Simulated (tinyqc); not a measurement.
## Capacitances against the relative permittivity between the lines

Endless row of lines of width wl, height tl and space sl between grounded planes at distance hd; e2 fills the gaps beside the lines, e1 the rest. Laplace's equation is solved on meshes of 3, 6 and 12 steps per unit u and extrapolated (Aitken), which is good to about 0.2 %. C_even (all lines at 1 V) is the capacitance Cg to the planes; C_odd (neighbours in antiphase) = Cg + 4 Cc if only nearest neighbours couple, which defines Cc; total with quiet neighbours Cg + 2 Cc. Plate values 2 eps0 e1 wl/hd and eps0 e2 tl/sl.

Parameters, values chosen for the exercise:
```
symbol  value  unit                                          meaning
e1        4.2        relative permittivity above and below the lines
wl          6     u                           line width, in units u
tl         12     u                                      line height
sl          6     u                              space between lines
hd          8     u                           distance to each plane
```

Constants: eps0 = 8.8541878128e-12 F/m. Results are converted to the units shown.

The same in every row: plate Cg (aF/um) = 55.8.

Capacitances against the relative permittivity between the lines:
```
e2   Cg (aF/um)  Cc (aF/um)  Cg + 2 Cc (aF/um)  C_odd (aF/um)  plate Cc (aF/um)  share of coupling, 2 Cc/(Cg + 2 Cc) (%)
1          99.7        31.8                163            227              17.7                                     39.0
1.5         101        40.6                182            264              26.6                                     44.6
2           102        49.4                201            300              35.4                                     49.2
2.5         103        58.2                219            336              44.3                                     53.1
3           104        67.1                238            372              53.1                                     56.4
3.9         105        83.0                271            437              69.1                                     61.3
5           106         102                310            515              88.5                                     66.0
7           107         138                382            658               124                                     72.1
```

What does the comparison show?

As e2 goes from 1 to 7, Cg rises from 99.7 to 107 aF/um, Cc rises from 31.8 to 138 aF/um and the share of coupling rises from 39.0 to 72.1 %. Cg is 1.79 times its plate value in the first row and 1.92 times in the last; for Cc the ratios are 1.80 and 1.11. Neighbours in antiphase raise the load by a factor of 1.39 and 1.72 over quiet ones.

Program tinyqc, `OMP_NUM_THREADS=1 python tinyqc.py 2790124 2790125 out.jsonl`; Intel Xeon 2.30GHz, shared host, one thread, about 1 s.
